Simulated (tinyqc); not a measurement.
Hall measurement with a parallel conducting layer.

Two layers in parallel, unit Hall factors, low field: 1/Rs = q (ns mu + n2 m2); apparent mobility (ns mu^2 + sg n2 m2^2)/(ns mu + n2 m2); apparent density (ns mu + n2 m2)^2/(ns mu^2 + sg n2 m2^2); a negative value means the sign of the second layer.

Values chosen for this exercise: sheet density of the layer ns = 1.7e14 cm^-2; drift mobility mu = 66 cm^2/(V s); mobility of the parallel layer m2 = 21 cm^2/(V s); sign of its carriers relative to the first layer sg = 1.

Constants: q = 1.602176634e-19 C. Results are converted to the units shown.

Result of one run:
columns A: n2 (cm^-2); B: Rs (ohm/square); C: apparent density (cm^-2); D: apparent mobility (cm^2/(V s)); E: share of the conductance in layer 2 (%)
```
A         B         C      D      E
3e15  84.09  2.670e15  27.80  84.88
```

What becomes of these results when the sheet density of a parallel layer n2 is changed from 3e15 to 4e13 cm^-2, all else the same?

Result of the changed run:
columns A: n2 (cm^-2); B: Rs (ohm/square); C: apparent density (cm^-2); D: apparent mobility (cm^2/(V s)); E: share of the conductance in layer 2 (%)
```
A         B         C      D      E
4e13  517.5  1.918e14  62.87  6.965
```

The whole series:
columns A: n2 (cm^-2); B: Rs (ohm/square); C: apparent density (cm^-2); D: apparent mobility (cm^2/(V s)); E: share of the conductance in layer 2 (%)
```
A         B         C      D       E
6e11  555.7  1.703e14  65.95  0.1122
2e12  554.2  1.711e14  65.83  0.3729
1e13  546.1  1.754e14  65.17   1.837
4e13  517.5  1.918e14  62.87   6.965
2e14  404.8  2.869e14  53.74   27.24
7e14  240.8  6.403e14  40.48   56.71
3e15  84.09  2.670e15  27.80   84.88
1e16  28.21  9.502e15  23.28   94.93
5e16  5.881  4.941e16  21.48   98.94
```

The apparent mobility falls from 65.9 to 21.5 cm^2/(V s), between mu = 66 and sg m2 = 21. The apparent density never exceeds ns + n2; among the rows it falls to 0.736 of that sum, at n2 = 7e14.

Computed by the program tinyqc: `OMP_NUM_THREADS=1 python tinyqc.py 2850127 2850128 out.jsonl`, one thread of a shared Intel Xeon 2.30GHz, about 0.01 s for the whole run.
